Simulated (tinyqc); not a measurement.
# Undoped gate-all-around wire MOSFET, analytic charge model: effect of the insulator thickness

An undoped round wire of radius R under an insulator shell and a surrounding gate; long channel, electrons only, n = ni exp((psi - V)/Vt) with V the quasi-Fermi potential (0 at the source, Vd at the drain), constant mobility, no quantisation. The radial Poisson equation gives n(r) = n(0)/(1 - (1 - b) r^2/R^2)^2 with b = Q0/(Q + Q0). Q is the electron charge per area of the wire surface.

ni = sqrt(Nc Nv) exp(-Eg/(2 Vt)), Eg in volts; Cox = eps0 eox/(R ln(1 + tox/R)); Q0 = 4 eps0 eps_r Vt/R; V0 = dphi + Vt ln[8 eps0 eps_r Vt/(q ni R^2)]. Q solves Vg - V0 - V = Q/Cox + Vt ln(Q/Q0) + Vt ln(1 + Q/Q0). I = mu (2 pi R/L)[2 Vt (Qs - Qd) + (Qs^2 - Qd^2)/(2 Cox) + Vt Q0 ln((Qd + Q0)/(Qs + Q0))], with Qs at V = 0 and Qd at V = Vd.  I(low) is taken at Vg = 0.52 V, Qs and I(high) at Vg = 1.27 V.

Inputs (values chosen for the exercise); material values close to those of silicon:
```
symbol,value,unit,meaning
T,300,K,temperature
Eg,1.12,eV,band gap
eps_r,11.8,,relative permittivity of the semiconductor
Nc,2.76e19,cm^-3,conduction-band density of states at T
Nv,2.65e19,cm^-3,valence-band density of states at T
eox,9.23,,relative permittivity of the gate insulator
R,4,nm,wire radius
dphi,0.24,V,gate work function less that of the intrinsic body
mu,280,cm^2/(V s),channel mobility
L,0.1,um,gate length
Vd,0.5,V,drain voltage
```

Constants: q = 1.602176634e-19 C, kB = 1.380649e-23 J/K, Vt = kB T/q, eps0 = 8.8541878128e-14 F/cm where lengths are in cm. Results are converted to the units shown.

The same in every row: V0 (V) = 0.7699.

Result of one run:
```
tox (nm)  I(low) (nA)  Qs(high) (nC/cm^2)  I(high) (uA)
2.2           0.03118                1851         31.33
```

What becomes of these results when the insulator thickness tox is changed from 2.2 to 20 nm, all else the same?

Result of the changed run:
```
tox (nm)  I(low) (nA)  Qs(high) (nC/cm^2)  I(high) (uA)
20            0.03117               519.4         9.527
```

The whole series:
```
tox (nm)  I(low) (nA)  Qs(high) (nC/cm^2)  I(high) (uA)
2.2           0.03118                1851         31.33
3.1           0.03118                1455         25.07
4.5           0.03118                1139         19.95
6.5           0.03118               911.5         16.20
9.4           0.03118               743.2         13.37
14            0.03117               609.3         11.08
20            0.03117               519.4         9.527
```

As tox goes from 2.2 to 20 nm, I(low) stays near 0.0312 nA and I(high) falls from 31.3 to 9.53 uA. On average I(low) is independent of tox and I(high) goes as tox^(-0.54). Below threshold no voltage drops over the insulator in this long-channel model, so its thickness does not matter there. In every row the surface density at the source at the higher gate voltage passes 0.3 Nc, where Boltzmann statistics fail. In every row mu V/L at the higher gate voltage, with V the smaller of Vd and Vg - V0, passes 3e6 cm/s, so velocity saturation would lower the current. In every row the body is thin enough for quantum confinement, left out here, to raise the threshold.

Numbers from tinyqc (`OMP_NUM_THREADS=1 python tinyqc.py 2460103 2460104 out.jsonl`; about 0.03 s on one thread of a shared Intel Xeon 2.30GHz).
